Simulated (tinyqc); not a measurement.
## Floating body of a partially depleted SOI transistor: body voltage and kink: output curve and kink

Source at 0 V. Channel current Ic = 2 nf K Vt^2 [F(0) - F(Vd)](1 + la Vd), F(V) = ln^2(1 + exp((Vg - VT - nf V)/(2 nf Vt))), VT = VT0 - gb Vb. Saturation voltage Vs = 2 Vt sqrt(F(0)) + 3 Vt, excess Ve = (Vd - Vs + sqrt((Vd - Vs)^2 + 0.0004 V^2))/2, multiplication M1 = Ai Ve exp(-Bl/Ve). Each junction passes D(v) = J1 (exp(v/Vt) - 1) + J2 (exp(v/(2 Vt)) - 1). Bipolar current Ib = bb J1 (exp(Vb/Vt) - 1). The body settles where M1 (Ic + Ib) = D(Vb) + D(Vb - Vd) + Vb/Rb; drain current Id = (1 + M1)(Ic + Ib) - D(Vb - Vd).

Rows with more than one solution for Vb (latch) are left out; dId/dVd by a forward difference over 1e-4 V, swing = 1e-4 V over the change of log10 Id; M1 under 1e-12 is printed as 0.

Inputs (values chosen for the exercise); values of the order met in partially depleted silicon-on-insulator transistors: temperature T = 330 K; threshold at zero body voltage VT0 = 0.49 V; fall of the threshold per volt of body voltage gb = 0.23; slope factor nf = 1.37; gain factor per width K = 160 uA/(V^2 um); channel-length modulation factor la = 0.08 1/V; impact-ionisation prefactor Ai = 3.61 1/V; impact-ionisation voltage Bl = 8.2 V; diffusion saturation current of each junction J1 = 2.7e-11 uA/um; recombination saturation current of each junction J2 = 5.7e-8 uA/um; gain of the lateral bipolar transistor on the diffusion current bb = 1; resistance of a weak body tie to the source (1e9 stands for no tie, and the term is then dropped) Rb = 1e9 kohm um; gate voltage Vg = 0.7 V.

Constants: q = 1.602176634e-19 C, kB = 1.380649e-23 J/K, Vt = kB T/q. Results are converted to the units shown.

Results:
```
Vd (V)  Vb (V)        M1  Id, floating (uA/um)  Id, grounded (uA/um)  ratio  dId/dVd, floating (uS/um)  dId/dVd, grounded (uS/um)
0.8     0.1859  3.453e-7                 4.064                 2.874  1.414                      10.08                     0.2162
1       0.4026  1.810e-5                 5.836                 2.918  2.000                      6.740                     0.2186
1.2     0.5061  2.711e-4                 6.871                 2.963  2.319                      4.099                     0.2358
1.4     0.5664  0.001752                 7.587                 3.015  2.517                      3.227                     0.2905
1.6     0.6082  0.006734                 8.211                 3.083  2.663                      3.116                     0.4032
2       0.6644   0.04128                 9.716                 3.321  2.926                      4.880                     0.8327
2.2     0.6850   0.07844                 10.89                 3.518  3.095                      6.995                      1.142
```

Estimate the missing row, Vd = 1.8 V.

Computed row:
```
Vd (V)  Vb (V)       M1  Id, floating (uA/um)  Id, grounded (uA/um)  ratio  dId/dVd, floating (uS/um)  dId/dVd, grounded (uS/um)
1.8     0.6395  0.01862                 8.876                 3.181  2.791                      3.647                     0.5841
```

With this row back in the table: Vb rises from 0.186 to 0.685 V and the ratio of the currents rises from 1.41 to 3.09. The output conductance with a floating body exceeds the grounded value by the largest factor among the rows, 46.6, at Vd = 0.8 V, where Vb = 0.186 V and M1 = 3.45e-7.

Range of the model: The multiplication law is an empirical form chosen for the exercise; self-heating and capacitive coupling to the body are left out, and the linear laws are rough once Vb passes about 0.7 V or M1 about 0.1.

Program tinyqc, `OMP_NUM_THREADS=1 python tinyqc.py 2182111 2182112 out.jsonl`; Intel Xeon 2.30GHz, shared host, one thread, about 0.2 s.
